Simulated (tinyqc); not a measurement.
# Strained Delta valleys, repopulation and conductivity mass: mobility against stress

A cubic crystal with three pairs of conduction valleys along x, y and z under uniaxial stress X along [001] (X > 0 is tension); current along [110]. Non-degenerate electrons, fixed total density, one relaxation time for all valleys and stresses, masses unchanged by strain, so the mobility goes as the mean inverse mass.

Stress s_ij = X a_i a_j with a the unit vector along [001]; strain e_ii = s11 s_ii + s12 (s_jj + s_kk), e_ij = s44 s_ij/2. Valley shift dE = Xu (n.e.n - trace(e)/3) with n the valley axis; share f proportional to exp(-dE/Vt). Inverse mass along the current d = [110]: (n.d)^2/ml + (1 - (n.d)^2)/mt; mu/mu0 = sum f (1/m) over the plain mean of 1/m. The linear estimate is 1 - pi X with pi the small-stress slope -d(mu/mu0)/dX.

Parameters, values chosen for the exercise; values close to those of silicon: temperature T = 400 K; compliance s11 = 7.77 1/TPa; compliance s12 = -2.17 1/TPa; compliance s44 = 12.6 1/TPa; shear deformation potential Xu = 8.8 eV; longitudinal mass ml = 0.942 m0; transverse mass mt = 0.191 m0.

Constants: q = 1.602176634e-19 C, kB = 1.380649e-23 J/K, Vt = kB T/q. Results are converted to the units shown.

Result of one run:

| X (MPa) | splitting (meV) | largest share | mu/mu0 | linear estimate |
|---|---|---|---|---|
| -700 | 61.230 | 0.74710 | 1.2246 | 1.2143 |

What becomes of these results when the uniaxial stress (tension positive) X is changed from -700 to -2500 MPa, all else the same?

Result of the changed run:

| X (MPa) | splitting (meV) | largest share | mu/mu0 | linear estimate |
|---|---|---|---|---|
| -2500 | 218.68 | 0.99650 | 1.3600 | 1.7654 |

The whole series:

| X (MPa) | splitting (meV) | largest share | mu/mu0 | linear estimate |
|---|---|---|---|---|
| -25 | 2.1868 | 0.34758 | 1.0077 | 1.0077 |
| -50 | 4.3736 | 0.36210 | 1.0156 | 1.0153 |
| -100 | 8.7472 | 0.39189 | 1.0318 | 1.0306 |
| -200 | 17.494 | 0.45373 | 1.0654 | 1.0612 |
| -400 | 34.989 | 0.57979 | 1.1338 | 1.1225 |
| -700 | 61.230 | 0.74710 | 1.2246 | 1.2143 |
| -1000 | 87.472 | 0.86348 | 1.2878 | 1.3062 |
| -1500 | 131.21 | 0.95744 | 1.3388 | 1.4592 |
| -2500 | 218.68 | 0.99650 | 1.3600 | 1.7654 |

The ratio mu/mu0 rises from 1.01 to 1.36; pi = 30.6e-11 1/Pa. The linear estimate of the change is 0.9898 times the computed change in the first row and 2.13 times it in the last: once the splitting is several Vt (Vt = 34.5 meV) the upper valleys are nearly empty and little is left to move. At X = -2500 MPa the stress passes 1.5 GPa, where intervalley scattering and masses change too.

Computed by the program tinyqc: `OMP_NUM_THREADS=1 python tinyqc.py 2530112 2530113 out.jsonl`, one thread of a shared Intel Xeon 2.30GHz, about 0.01 s for the whole run.
